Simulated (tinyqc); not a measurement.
Nuclear against electronic stopping over energy: ion implantation: universal nuclear stopping, Lindhard-Scharff electronic stopping and a Gaussian range profile. Computed by tinyqc, a small Python program. Command: `OMP_NUM_THREADS=1 python tinyqc.py 3013856 3013857 out.jsonl implant walk`. One thread of a shared host (Intel(R) Xeon(R) Processor @ 2.30GHz), about 0.05 s of CPU time with the checks.

An ion slows by elastic collisions with screened nuclei and by friction with electrons; channelling is ignored and the target is uniform.

Inputs (values chosen for the exercise, modelled on fluorine ions in germanium):
```
quantity                               value    unit
ion atomic number Z1                       9       -
ion mass M1                               19       u
target atomic number Z2                   32       -
target mass M2                         72.63       u
target density N                        44.2  1/nm^3
scale factor of electronic stopping k    1.5       -
```

Method:
- Reduced energy eps = 32.53 M2 E/(Z1 Z2 (M1 + M2)(Z1^0.23 + Z2^0.23)), E in keV; s_n = ln(1 + 1.1383 eps)/(2 (eps + 0.01321 eps^0.21226 + 0.19593 eps^0.5)) for eps up to 30 and ln(eps)/(2 eps) above; S_n = 8.462 Z1 Z2 M1 s_n/((M1 + M2)(Z1^0.23 + Z2^0.23)) in 1e-15 eV cm^2.
- S_e = k 3.83 Z1^(7/6) Z2/(Z1^(2/3) + Z2^(2/3))^(3/2) sqrt(E/M1) in 1e-15 eV cm^2, E in keV.
- Path length R = int_0^E dE'/(N (S_n + S_e)); energy lost to nuclei nu = int_0^E S_n/(S_n + S_e) dE' (both with E' = E y^3 and 64 Gauss-Legendre points in y).

Stopping (1e-15 eV cm^2) and range:
```
E (keV)         eps     S_n     S_e  R (nm)     nu/E
1        2.3094e-02  28.759   10.01   10.91  0.76079
2        4.6189e-02  35.090   14.16   16.01  0.74358
5        1.1547e-01  42.272   22.39   27.78  0.70595
10       2.3094e-01  45.438   31.66   43.63  0.66272
20       4.6189e-01  45.421   44.78   70.52  0.60307
50       1.1547e+00  39.665   70.80  137.68  0.49487
100      2.3094e+00  32.027  100.12  230.77  0.39418
200      4.6189e+00  23.629  141.59  382.85  0.28946
500      1.1547e+01  14.113  223.88  719.60  0.16997
```

Nuclear stopping peaks near 10 keV among these rows (eps = 0.23; the universal curve peaks near 0.3). Electronic stopping overtakes it between 20 and 50 keV. The path length grows as E^0.55 at the low end and E^0.69 at the high end; constant stopping would give E^1, and stopping that rises with E, be it nuclear (below its peak) or electronic, gives a lower exponent.

Extremes, crossings and ranges named in words are read from the listed rows.
